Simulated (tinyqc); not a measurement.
Inside a calculation. Model: electron-beam lithography: double-Gaussian proximity function, edge placement and dose correction for parallel lines. Computed by tinyqc, a small Python program that keeps every step. Command: `OMP_NUM_THREADS=1 python tinyqc.py 3111357 3111358 out.jsonl proximity walk`. One thread of a shared host (Intel(R) Xeon(R) Processor @ 2.30GHz), about 0.01 s of CPU time with the checks. Intermediate numbers are printed to about 7 digits and carried at full precision; extremes and crossings named in words are read from the listed rows.

Lines are infinitely long. Absorbed energy is counted so that the middle of a very large area written at dose 1 receives 1; the resist develops where it exceeds 1/2.

Inputs (values chosen for the exercise, of the order of those for 30 keV electrons in resist on silicon): forward range alpha = 0.015 micrometre; backscatter range beta = 4.4 micrometre; backscatter ratio eta = 0.58; base dose D0 = 32 microcoulomb/cm^2; beam current = 8.2 nA; pixel size = 5 nm; width of the test line = 0.083 micrometre; pattern density around the test line = 0.41.

line widths (micrometre): [2.2, 3.3, 2, 0.12, 2.3]

gaps between the lines (micrometre): [0.12, 2.1, 2.5, 0.68]

Constants: e = 1.602176634e-19 C.

## Layout

The first line starts at x = 0; each next one starts after the width and the gap.

Lines (micrometre):
```
line  left edge  right edge  centre
1          0.00        2.20    1.10
2          2.32        5.62    3.97
3          7.72        9.72    8.72
4         12.22       12.34   12.28
5         13.02       15.32   14.17
```

## Interaction matrix

f(r) = [exp(-r^2/alpha^2)/alpha^2 + eta exp(-r^2/beta^2)/beta^2]/(pi (1 + eta)). A line from a to b at dose d gives E(x) = d [S(alpha) + eta S(beta)]/(1 + eta), S(s) = [erf((b - x)/s) - erf((a - x)/s)]/2. M_ij is the mean of E at the two edges of line i from line j at dose 1.

M, rows 1, 2, 3, 4, 5:
```
[[0.4119905, 0.0993491, 0.0065791, 0.0000160, 0.0000467],
 [0.0655412, 0.4469843, 0.0346319, 0.0003026, 0.0014791],
 [0.0070486, 0.0538937, 0.4044949, 0.0029780, 0.0266938],
 [0.0002054, 0.0056838, 0.0491677, 0.3221027, 0.0887295],
 [0.0000460, 0.0017065, 0.0236465, 0.0044975, 0.4156143]]
```

## Dose correction

Uncorrected edge energies are M 1. Solve M d = 1/2 for the doses d that put the mean edge energy of every line at the threshold.

edge energies at dose 1: 1 0.5179814, 2 0.5489390, 3 0.4951090, 4 0.4658891, 5 0.4455108

corrected doses: 1 0.982276, 2 0.891255, 3 1.017813, 4 1.069359, 5 1.129790

largest over smallest dose = 1.267639

Line 5 needs the most and line 2 the least; a narrow isolated line much wider than alpha would need 1 + eta = 1.58.

## Printed widths

Edges are the roots of E(x) = 1/2 between a line centre and the middle of the next gap. Three cases: dose 1 everywhere; one common dose equal to the mean of d; the corrected doses.

Width error, printed less drawn (nm):
```
line  drawn width (nm)     dose 1  mean dose  corrected
1                 2200   1.528024   2.284213   0.002893
2                 3300   4.135391   4.898894  -0.000013
3                 2000  -0.410952   0.336941   0.000254
4                  120  -2.874562  -2.122573   0.000002
5                 2300  -4.621163  -3.857952   0.000598
```

With the common mean dose the errors span 8.8 nm. With corrected doses the largest error is below 0.01 nm.

## Dose to size and latitude

A test line of width w << beta in surroundings of density rho, all at dose d: near its edge E(x) = d [S + eta rho]/(1 + eta), S = [erf((b - x)/alpha) - erf((a - x)/alpha)]/2 for edges a and b, the second term being the background energy. Dose to size d_s = (1 + eta)/(erf(w/alpha) + 2 eta rho), dose = d_s D0; edge slope d [1 - exp(-w^2/alpha^2)]/(sqrt(pi) alpha (1 + eta)); width change per 1 % of dose = 2 x 0.01 x (1/2)/slope.

dose to size d_s = 1.070751

dose = 34.26403 microcoulomb/cm^2

edge slope = 0.02548973 1/nm

width change per 1 % of dose = 0.3923149 nm

background energy = 0.1611548

The background supplies 32 % of the threshold.

## Shot noise and writing time

With dose = d_s D0: electrons per pixel N = dose x pixel area/e; relative noise 1/sqrt(N); time per cm^2 of pattern area = dose x density/current; pixel rate = current/(dose x pixel area).

electrons per pixel = 53.46481

shot noise = 13.67622 %

writing time per cm^2 = 0.4758893 h

pixel rate = 957.2722 MHz

Checks made by the program: corrected edge energies (relative difference below 1e-10).
